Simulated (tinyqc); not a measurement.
# Series resistance and length offset from two lengths at two overdrives

Question. In strong inversion R W = Rsd + k(x)(L - dL), k(x) = (1 + th1 x)/(mu0 Cox x), x the overdrive, Cox = eps0 eox/tox, with Rsd and dL independent of x. Find dL, Rsd, mu0 and th1.

Values chosen for this exercise:
- eox = 3.9 (relative permittivity of the gate insulator (close to silicon dioxide))
- tox = 1.3 nm (insulator thickness)

Constants: eps0 = 8.8541878128e-14 F/cm where lengths are in cm. Results are converted to the units shown.

total resistance times width (ohm um):
```
	L = 0.075 um	L = 0.59 um
overdrive 0.52 V	1071.86521	5949.09554
overdrive 1.14 V	734.370695	3197.57775
```

Solution. At each overdrive R W is a straight line in L; the two lines cross at L = dL, R W = Rsd. Their slopes give k x = (1 + th1 x)/(mu0 Cox), a straight line in x.

dL = 0.00300 um
Rsd = 390 ohm um
mu0 = 84.0 cm^2/(V s)
th1 = 0.190 1/V

tinyqc, about 0.01 s, one thread, Intel Xeon 2.30GHz (shared host): `OMP_NUM_THREADS=1 python tinyqc.py 2210038 2210039 out.jsonl`
